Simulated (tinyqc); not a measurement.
Surface potential of a MOS transistor: implicit equation and explicit approximations: two steps of the calculation.

p-type body, charge-sheet picture, depletion and inversion only, full ionisation (an idealisation for deep acceptors), Boltzmann statistics (rough once Na exp(x - xn) passes about Nc/7). In units of Vt: xg = (Vg - Vfb)/Vt, x = psi/Vt, G = gamma/sqrt(Vt), xn = (2 phiF + Vc)/Vt. The implicit equation is (xg - x)^2 = G^2 [x - 1 + exp(x - xn)] for x above about 3. Cox = eps0 eox/tox.

Inputs (values chosen for the exercise); band and dielectric values close to those of germanium: temperature T = 300 K; relative permittivity of the gate insulator (close to silicon dioxide) eox = 3.9; insulator thickness tox = 9.4 nm; channel-body voltage Vc = 0.5 V.

Constants: q = 1.602176634e-19 C, kB = 1.380649e-23 J/K, Vt = kB T/q, eps0 = 8.8541878128e-14 F/cm where lengths are in cm. Results are converted to the units shown.

Question 1. Explicit approximation. Depletion value a = 1 + [sqrt(G^2/4 + xg - 1) - G/2]^2; inversion value b = xn + ln[(xg - xn)^2/G^2 - xn + 1] and first guess y = min(a, b) - ln(1 + exp(-|a - b|)) if a > xn + 1, else b = y = a; one second-order correction with D = exp(y - xn), p = 2 (xg - y) + G^2 (1 + D), w = (xg - y)^2 - G^2 (y - 1 + D): z = y + 2 w/(p + sqrt(p^2 - 2 (2 - G^2 D) w)), or the Newton step z = y + w/p where the root is not real.

G = 8.4346369
xn = 39.852713
xg = 120.68699

Find: a; b; y; p; w; z.

Answer 1.

a = 57.363
b = 43.823
y = 43.823
p = 3994.9
w = -908.53
z = 43.564

The root of the implicit equation is x = 43.5671; y misses it by 0.26 and z by -0.0033, in units of Vt.

Question 2. Potential, charges and gate control. psi = Vt x; N_dep = Cox Vt G sqrt(x - 1)/q; N_inv = (Cox Vt G/q) [sqrt(x - 1 + exp(x - xn)) - sqrt(x - 1)]; dpsi/dVg = 1/[1 + G^2 (1 + exp(x - xn))/(2 (xg - x))].

converged x = 43.567061
G = 8.4346369
xn = 39.852713
xg = 120.68699

Wanted: psi; N_dep; N_inv; dpsi/dVg.

Answer 2.

psi = 1.1263 V
N_dep = 3.2619e12 cm^-2
N_inv = 1.3093e12 cm^-2
dpsi/dVg = 0.049050

psi lies 3.7 Vt above 2 phiF + Vc.

tinyqc, about 0.01 s, one thread, Intel Xeon 2.30GHz (shared host): `OMP_NUM_THREADS=1 python tinyqc.py 2122061 2122062 out.jsonl`
